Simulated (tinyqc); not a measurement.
Trap in a gate oxide as a short-range spherical well, step by step. Values are carried at full precision from step to step, so a last printed digit may differ when a step is redone from the rounded ones.

A spherical well of radius R and depth V0 below the conduction edge, one mass m, c = hbar^2/2m0. The s level at binding Et solves k cot(k R) = -kappa with k = sqrt(m (V0 - Et)/c), kappa = sqrt(m Et/c); it exists for V0 > Vc = c (pi/2R)^2/m. Outside, psi falls as exp(-kappa r)/r.

Constants: hbar^2/2m0 = 3.80998211 eV angstrom^2; fine-structure constant alpha = 0.007297352564; hc = 1239.841984 eV nm; kB = 8.617333262e-05 eV/K.

Values chosen for the exercise (near those of SiO2 on Si; shifted at random, so the results belong to these values and not to a real crystal): R = 2.9 angstrom (radius of the well); V0 = 8.23 eV (depth of the well); m = 0.425 m0 (mass); n_r = 1.44 (refractive index); dEc = 3.17 eV (conduction offset to the channel); Fox = 6.2 MV/cm (oxide field, lowering levels away from the channel); t0 = 22 x 1e-11 s (time constant at the interface); T = 300 K (temperature); EF = -0.05 eV (Fermi level above the channel edge); x = 12 angstrom (depth of the trap).

## The bound level

Solve for Et; the share outside is [sin^2(kR)/(2 kappa)]/[sin^2(kR)/(2 kappa) + R/2 - sin(2kR)/(4k)].

Et = 2.9883 eV
k = 0.7647 1/angstrom
kappa = 0.5774 1/angstrom
share outside = 0.238
Vc = 2.630 eV

The well is 3.13 times the critical depth. Since dEt/dV0 equals the share inside, 0.76, a 1 % change of V0 moves Et by 2.1 %. The decay length is 1.7 angstrom, 0.6 times R.

## Peak of the photo-ionisation cross-section

Lucovsky model (delta well, plane-wave final states, no local-field factor): sigma = (32 pi alpha c/(3 n_r m Et)) (x - 1)^(3/2)/x^3, x = h nu/Et, c = hbar^2/2m0; 1 angstrom^2 = 1e-16 cm^2.

The maximum lies at x = 2. Give the photon energy, its wavelength and sigma there.

h nu = 5.977 eV
wavelength = 207 nm
sigma = 6.37 x 1e-18 cm^2

With 24 % of the state outside the well the delta-well form is only a rough model of this centre.

## Level, tunnelling time and occupation

Energies from the conduction edge of the channel. The trap level at depth x is E_T = dEc - Et - e Fox x (1 MV/cm = 0.01 eV/angstrom). An electron at the channel edge tunnels with the WKB exponent S = (4/3) sqrt(m/c) [dEc^(3/2) - (dEc - e Fox x)^(3/2)]/(e Fox), c = hbar^2/2m0; tau = t0 exp(S); the occupation is f = 1/(1 + exp((E_T - EF)/kB T)), tau_c = tau/f and tau_e = tau/(1 - f). Lattice relaxation is left out; a level below the channel edge needs phonons as well, so tau is then a lower bound, while a level above it can also empty elastically at its own energy, through a thinner barrier, faster than this tau.

Give E_T, S, tau and ln(tau_c/tau_e) = (E_T - EF)/kB T.

E_T = -0.562 eV
S = 13.398
tau = 0.000145 s
ln(tau_c/tau_e) = -19.8

The level lies 20 kB T below EF, so the trap is mostly filled. A flat barrier would give S = 2 sqrt(m dEc/c) x = 14.27.

## Checks

- Et from the radial equation on a grid against the matching condition, eV: both 2.99.

Program tinyqc; command `OMP_NUM_THREADS=1 python tinyqc.py 1250258 1250259 out.jsonl`; about 0.01 s on one thread of a shared Intel(R) Xeon(R) Processor @ 2.30GHz.
